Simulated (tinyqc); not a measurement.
# Reflectance at normal incidence against thickness

Normal incidence on air, film (n1) and substrate (N2 = n2 - i k2): r01 = (1 - n1)/(1 + n1), r12 = (n1 - N2)/(n1 + N2), amplitude (r01 + r12 X)/(1 + r01 r12 X), X = exp(-4 pi i n1 d/lam), R its squared modulus, phase from 0 to 360 degrees.

Inputs (values chosen for the exercise):
```
symbol,value,unit,meaning
lam,405,nm,wavelength
n1,1.452,,index of the transparent film
n2,5.42,,index of the substrate
k2,0.329,,extinction coefficient of the substrate
```

Reflectance at normal incidence against thickness:

| d (nm) | R (%) | phase of the reflected amplitude (degrees) |
|---|---|---|
| 0 | 47.537 | 178.68 |
| 18 | 44.272 | 146.94 |
| 35 | 35.923 | 111.64 |
| 52 | 25.060 | 64.313 |
| 70 | 19.516 | 355.73 |
| 88 | 26.309 | 288.96 |
| 105 | 37.179 | 243.54 |
| 122 | 44.958 | 209.20 |
| 140 | 47.527 | 177.76 |

R goes from 47.5 through a minimum of 19.5 (at d = 70 nm among the rows listed) to 47.5 %. At a quarter wave, d = 69.7 nm, R = 19.5 %; for a transparent substrate it would vanish for n1 = sqrt(n2) = 2.33.

Program tinyqc, `OMP_NUM_THREADS=1 python tinyqc.py 2870149 2870150 out.jsonl`; Intel Xeon 2.30GHz, shared host, one thread, about 0.01 s.
